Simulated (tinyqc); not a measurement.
Full spectrum, Debye and Einstein heat capacities: Born-von Karman spring model of a cubic crystal with one atom per cell. Computed by tinyqc, a small Python program. Command: `OMP_NUM_THREADS=1 python tinyqc.py 3015253 3015254 out.jsonl springs walk`. One thread of a shared host (Intel(R) Xeon(R) Processor @ 2.30GHz), about 0.1 s of CPU time with the checks.

First neighbours lie at a/2 (1,1,1) (8 of them), second at a (1,0,0) (6), with all permutations and signs; the volume per atom is Omega = a^3/2. Two shells of springs match a real metal only roughly, above all at the zone boundary.

Inputs (values chosen for the exercise, modelled on tantalum): lattice constant a = 3.3 angstrom; atomic mass M = 180.95 u; radial spring k1L = 3.25 eV/angstrom^2; transverse spring k1T = -0.3 eV/angstrom^2; radial spring k2L = 1.9 eV/angstrom^2; transverse spring k2T = -0.07 eV/angstrom^2.

Lattice: bcc.

Constants: 1 eV/angstrom^3 = 160.2176634 GPa; u = 1.6605390666e-27 kg; hbar = 1.054571817e-34 J s; k_B = 1.380649e-23 J/K; nu for 1 eV/(angstrom^2 u) = 15.6333042 THz; h x 1 THz = 4.135667696 meV; k_B = 8.617333262e-05 eV/K.

Method:
- [ij,kl] = (1/(2 Omega)) sum_R K_ij R_k R_l; C11 = [xx,xx], C44 = [xx,yy], C12 = 2 [xy,xy] - C44; B = (C11 + 2 C12)/3; Zener ratio A = 2 C44/(C11 - C12). K(R) = kL n n^T + kT (1 - n n^T).
- rho = M/Omega and v = sqrt(C/rho), with C = C11, C44, C44 along [100]; (C11 + C12 + 2 C44)/2, C44, (C11 - C12)/2 along [110]; (C11 + 2 C12 + 4 C44)/3 and twice (C11 - C12 + C44)/3 along [111].
- Christoffel matrix G_xx = C11 n_x^2 + C44 (1 - n_x^2), G_xy = (C12 + C44) n_x n_y, with eigenvalues rho v^2; v_m^-3 is the mean of v^-3 over three branches and all directions (12 Gauss-Legendre points in cos(theta) times 24 angles phi = (j + 1/2) pi/12); q_D = (6 pi^2/Omega)^(1/3); Theta = hbar v_m q_D/k_B.
- A neighbour at R with unit vector n couples by the matrix K(R) = kL n n^T + kT (1 - n n^T), and D(q) = (1/M) sum_R K(R) [1 - cos(q.R)].
- An eigenvalue lambda of D in eV/(angstrom^2 u) gives nu = 15.6333042 THz x sqrt(lambda).
- Mesh: q = sum_i (m_i + 1/2)/n b_i, m_i = 0..n-1, with b = [[0, 1, 1], [1, 0, 1], [1, 1, 0]] in 2 pi/a; sums are averages over the n^3 points (here n = 14), per atom.
- With x = h nu/(k_B T) and n = 1/(exp(x) - 1) for each mode: F = k_B T [x/2 + ln(1 - exp(-x))], U = k_B T x (n + 1/2), S/k_B = x n - ln(1 - exp(-x)), C/k_B = x^2 n (n + 1).
- Debye: C = 9 k_B (T/Theta)^3 int_0^(Theta/T) x^4 e^x/(e^x - 1)^2 dx with the elastic Theta. Einstein: three modes at the root-mean-square frequency. The last column is the Theta that makes the Debye formula give the full C at that T.

elastic Debye temperature = 261.768 K

root-mean-square frequency = 3.7814 THz

Heat capacity (k_B/atom):
```
T (K)  full spectrum   Debye  Einstein  Theta from C (K)
31            0.5307  0.3607    0.2966            224.20
47            1.1683  0.9185    0.9820            226.95
65            1.7265  1.4970    1.6269            229.60
92            2.2286  2.0656    2.1908            231.66
130           2.5688  2.4700    2.5568            232.89
200           2.8048  2.7580    2.8024            233.68
260           2.8820  2.8533    2.8811            233.92
390           2.9466  2.9335    2.9464            234.12
```

What does the comparison show, and why?

The apparent Theta runs from 224 to 234 K against the elastic 262 K; at high T it tends to sqrt(5/3) h nu_rms/k_B = 234 K. At the lowest T the Debye value is 0.68 and the Einstein value 0.56 times the full one; dispersion bends the branches below the sound lines, so the real spectrum has more low modes than Debye assumes. At the highest T Debye misses by 0.45 % and Einstein by 0.0062 %.

Extremes, crossings and ranges named in words are read from the listed rows.
